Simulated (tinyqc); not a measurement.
From results back to parameters: coherent potential approximation for a binary alloy with a semi-elliptic band. Two cases, with inputs chosen for the exercise.

Problem. With levels eA = -x d and eB = (1 - x) d on a semi-elliptic band of half width W, the alloy density has second moment W^2/4 + x (1 - x) d^2 and third moment x (1 - x)(1 - 2x) d^3 about its centre (exact, and kept by the CPA). The moments below come from hidden x and d > 0.

Case 1.

Values chosen: W = 2.5 eV (half width of the pure band).
second moment = 3.381100 eV^2
third moment = 6.113770 eV^3

Case 2.

Values chosen: W = 3.8 eV (half width of the pure band).
second moment = 4.318400 eV^2
third moment = 0.765072 eV^3

Find: d; x.

Solution. v = m2 - W^2/4 = x (1 - x) d^2 and u = m3/v = (1 - 2x) d; then d^2 = u^2 + 4v and x = (1 - u/d)/2.

Case 1.

d = 4.31 eV
x = 0.11

Case 2.

d = 2.00 eV
x = 0.23

Computed by tinyqc, one run a case: `OMP_NUM_THREADS=1 python tinyqc.py N N+1 out.jsonl` with N = 1480166, 1480210; one thread of a shared Intel(R) Xeon(R) Processor @ 2.30GHz, about 0.01 s a run at most.
